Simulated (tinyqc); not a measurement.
# Precursor delivery by bubblers, mass-transport growth and the solid composition of a III-V alloy, step by step

A worked calculation. Computed by tinyqc, a small Python program that keeps every step. Command: `OMP_NUM_THREADS=1 python tinyqc.py 3010842 3010843 out.jsonl movpe_thermo walk`. One thread of a shared host (Intel(R) Xeon(R) Processor @ 2.30GHz), about 0.02 s of CPU time with the checks. Intermediate numbers are printed to about 7 digits and carried at full precision; extremes and crossings named in words are read from the listed rows.

1 sccm = 44.615 micromol/min; 1 torr = 133.322 Pa. The sources decompose fully at the surface.

Inputs (values chosen for the exercise, modelled on trimethylgallium (source 1) and trimethylindium (source 2) for the vapour pressures):
```
quantity                                                value      unit
bath temperature T1                                       258         K
bath temperature T2                                       303         K
bubbler pressure p_b                                     1000      torr
carrier flow F1                                           5.5      sccm
carrier flow F2                                            62      sccm
total flow F_t                                            6.1       slm
group-V flow F_V                                           26      sccm
reactor pressure p                                        100      torr
growth temperature T                                      960         K
diffusivity at 273 K and 760 torr                        0.39    cm^2/s
flow cross-section A                                       44      cm^2
distance from the leading edge z                          7.8        cm
lattice constant a                                       5.52  angstrom
interaction L0 of the solid                              9.97    kJ/mol
vapour fraction x_v of D among the group-V sources       0.64         -
exchange energy dG_x of AC + (1/2) D2 -> AD + (1/2) C2   -2.1    kJ/mol
```

Alloy: mixing on the group-V sites.

constants a, b of source 1 (log10 torr, K): 8.072  1703

constants a, b of source 2 (log10 torr, K): 10.53  3014

Constants: k_B = 1.380649e-23 J/K; R = 8.314462618 J/(mol K).

## Bubblers

log10 p_v = a - b/T_bath; molar flow = F x 44.615 x p_v/(p_b - p_v) for a saturated bubbler.

vapour pressure 1 = 29.59544 torr

molar flow 1 = 7.483686 micromol/min

vapour pressure 2 = 3.826531 torr

molar flow 2 = 10.62534 micromol/min

One kelvin of bath error changes flow 1 by 6.1 % and flow 2 by 7.6 %.

## Partial pressures in the reactor

p_i = p n_i/(44615 F_t), F_t in slm; p_V = p F_V/(1000 F_t), counted per molecule supplied; V/III = 44.615 F_V/(n1 + n2); vapour fraction of source 2 = n2/(n1 + n2).

p_1 = 0.002749824 torr

p_2 = 0.003904201 torr

p_V = 0.4262295 torr

V/III ratio = 64.05590

vapour fraction of source 2 = 0.5867428

## Mass transport

Mean velocity u = (F_t/A)(760/p)(T/273); D = D0 (T/273)^1.75 (760/p); boundary layer delta = sqrt(pi D z/u); flux = D dp/(delta k_B T); growth rate = flux x a^3/4.

velocity u = 61.75158 cm/s

D = 26.76506 cm^2/s

boundary layer delta = 3.258985 cm

growth rate per torr of group III = 125.0527 micrometre/(h torr)

Caution: the boundary layer is a quarter or more of the root of the cross-section, so it fills much of the channel and depletion along the flow matters.

## Solid composition

At high V/III the group-V pressures at the surface equal those supplied, as dimers: p_D2/p_C2 = x_v/(1 - x_v). Equilibrium of the solid AC(1-x)D(x), A standing for the mix of both group-III metals: ln[x/(1 - x)] + L0 (1 - 2x)/(R T) = -dG_x/(R T) + (1/2) ln[x_v/(1 - x_v)]. Growth rate = rate per torr x (p_1 + p_2). Sensitivity dx/dx_v = [1/(2 x_v (1 - x_v))]/[1/(x (1 - x)) - 2 L0/(R T)].

solid fraction x = 0.7753113

distribution coefficient x/x_v = 1.211424

dx/dx_v = 0.6693313

growth rate = 0.8321035 micrometre/h

The solid is richer in D than the vapour. The growth rate is set by group III alone.

## Solid against vapour

At high V/III the group-V pressures at the surface equal those supplied, as dimers: p_D2/p_C2 = x_v/(1 - x_v). Equilibrium of the solid AC(1-x)D(x), A standing for the mix of both group-III metals: ln[x/(1 - x)] + L0 (1 - 2x)/(R T) = -dG_x/(R T) + (1/2) ln[x_v/(1 - x_v)].

Composition:
```
x_v           x  x for L0 = 0     x/x_v
0.02  0.0580356     0.1567232  2.901780
0.05  0.0987136     0.2298561  1.974272
0.10  0.1547143     0.3024799  1.547143
0.25  0.3286636     0.4289319  1.314654
0.50  0.6597480     0.5653971  1.319496
0.75  0.8407158     0.6926211  1.120954
0.90  0.9171101     0.7960372  1.019011
0.95  0.9451874     0.8500910  0.994934
0.98  0.9669290     0.9010553  0.986662
```

dG_x = -2.1 kJ/mol favours AD: at x_v = 1/2 the ideal solid has x = 0.565. The positive L0 pushes x away from 1/2, to 0.660, and steepens the curve near x = 1/2; at L0 = 2 R T = 16.0 kJ/mol the slope would diverge.

Checks made by the program: the sensitivity to the bath against a difference (relative difference below 1e-10).
